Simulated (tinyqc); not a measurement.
Inside a calculation. Model: resistance of a source-drain extension with a graded tip.

Numbers from tinyqc (`OMP_NUM_THREADS=1 python tinyqc.py 2282057 2282058 out.jsonl`; about 0.03 s on one thread of a shared Intel Xeon 2.30GHz). Printed values are rounded.

y runs along the channel, the gate covers y > 0. The doping is N0 for y < y0 and N0 10^(-(y - y0)/la) beyond, uniform over the depth xj. Sheet conductance s(y) = q mu(N) max(N - Nch, 0) xj + (for y > 0) ma Cox Vo, with mu(N) = u0 + (u1 - u0)/(1 + (N/Nr)^au) and Cox = eps0 eox/tox. Current is taken as one-dimensional; depletion of the tip, spreading and the contact are left out. The metallurgical junction lies at yj, where N = Nch.

Values chosen for this exercise; mobility law close to that of electrons in silicon:
- eox = 3.9 (relative permittivity of the gate insulator (close to silicon dioxide))
- tox = 2.4 nm (insulator thickness)
- N0 = 1.6e20 cm^-3 (active doping of the extension far from the gate)
- la = 3.7 nm/decade (lateral abruptness)
- y0 = 2.4 nm (position under the gate where the fall begins (gate edge at 0))
- xj = 11 nm (depth of the extension)
- Nch = 3e17 cm^-3 (channel doping)
- Vo = 0.74 V (gate overdrive)
- ma = 220 cm^2/(V s) (mobility of the gate-induced layer)
- u1 = 1414 cm^2/(V s) (mobility at low doping)
- u0 = 68.5 cm^2/(V s) (mobility at high doping)
- Nr = 9.2e16 cm^-3 (reference doping)
- au = 0.711 (exponent)
- Lg = 45 nm (gate length)

Constants: q = 1.602176634e-19 C, eps0 = 8.8541878128e-14 F/cm where lengths are in cm. Results are converted to the units shown.

## Sheet resistances and junction position

yj = y0 + la log10(N0/Nch); sheet resistance of the full extension 1/[q mu(N0)(N0 - Nch) xj] and of the gate-induced layer 1/(ma Cox Vo); metallurgical length Lg - 2 yj; ye is where the doped and the gate-induced conductances are equal.

yj = 12.48990 nm
sheet resistance of the extension = 472.7810 ohm/square
sheet resistance of the induced layer = 4269.171 ohm/square
metallurgical length = 20.02021 nm
ye = 6.483198 nm
N at ye = 1.260529e19 cm^-3

The gate takes over 6.01 nm before the junction, where N is still 42.0 times the channel doping.

## Resistance of the overlapped part

Midpoint rule on 10 equal steps from 0 to yj: R_ov = sum h/s(y), per width.

y, point 0 to 9 (nm): [0.6244948, 1.873484, 3.122474, 4.371463, 5.620453, 6.869442, 8.118432, 9.367421, 10.61641, 11.86540]
N, point 0 to 9 (cm^-3): [1.6e20, 1.6e20, 1.020603e20, 4.691288e19, 2.156390e19, 9.912029e18, 4.556148e18, 2.094272e18, 9.626499e17, 4.424902e17]
doped conductance, point 0 to 9 (uS): [2115.144, 2115.144, 1392.384, 692.5448, 358.7356, 195.0116, 110.6358, 63.26949, 32.90710, 10.05319]
sheet resistance, point 0 to 9 (ohm/square): [425.6439, 425.6439, 614.7710, 1079.002, 1686.417, 2329.649, 2899.615, 3361.265, 3743.291, 4093.483]
R_ov = 25.803 ohm um

The exact integral is 25.807 ohm um; the coarse sum is 0.017 % below it.
